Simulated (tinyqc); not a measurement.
# Ideality, saturation current and resistance from three points

Inverse problem. Well above the saturation current a diode obeys V = n Vt ln(I/I0) + I Rs. Find n, Rs and I0.

Values chosen for this exercise: temperature T = 300 K.

Constants: q = 1.602176634e-19 C, kB = 1.380649e-23 J/K, Vt = kB T/q. Results are converted to the units shown.

currents (A): [1e-6, 0.0004, 0.02]
voltages (V): [0.45247817, 0.63220000, 0.75186700]

Answer. V is linear in the three unknowns n Vt, Rs and -n Vt ln I0, so three points give a linear system.

n = 1.160
Rs = 0.1200 ohm
I0 = 2.800e-13 A

tinyqc, about 0.01 s, one thread, Intel Xeon 2.30GHz (shared host): `OMP_NUM_THREADS=1 python tinyqc.py 2260133 2260134 out.jsonl`
